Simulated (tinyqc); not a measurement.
Raising U: Hubbard chain of 4 sites, mean field against exact. Computed by the program tinyqc. Collinear unrestricted mean field (the lowest of 40 random starts) against exact diagonalisation.

one-body matrix (hopping and site energies) (eV):
```
,1,2,3,4
1,0.0000,-1.1900,0.0000,0.0000
2,-1.1900,0.0000,-1.1900,0.0000
3,0.0000,-1.1900,0.0000,-1.1900
4,0.0000,0.0000,-1.1900,0.0000
```

electrons, up and down: 2  1

Exact and mean-field results (eV):
```
U,U/t,E exact,E mean field,mean |n_up - n_down|,"double occupancy, exact",first gap in the sector
0.590,0.496,-4.30786,-4.29404,0.250,0.111,1.172
2.380,2.000,-3.65275,-3.45200,0.250,0.074,0.995
3.570,3.000,-3.34900,-2.97237,0.377,0.055,0.861
4.760,4.000,-3.12153,-2.60768,0.498,0.041,0.744
7.140,6.000,-2.81619,-2.16501,0.626,0.025,0.571
9.520,8.000,-2.62760,-1.99573,0.728,0.016,0.456
14.280,12.000,-2.41378,-1.88957,0.741,0.008,0.321
23.800,20.000,-2.22622,-1.80654,0.747,3.05e-03,0.199
```

Estimate the missing row, U = 1.19.

Computed row:
```
U        U/t   E exact  E mean field  mean |n_up - n_down|  double occupancy, exact  first gap in the sector
1.190  1.000  -4.05779      -4.00274                 0.250                    0.097                    1.126
```

In absolute terms mean field is worst at U/t = 6.0, 0.651 eV too high: at small U it is nearly exact, and at large U it still misses the motion of the hole through a fluctuating spin background. Relative to the exact energy its error is 0.3 % at the smallest U, 24 % at most and 19 % at the largest. The double occupancy falls from 0.111 to 0.003.
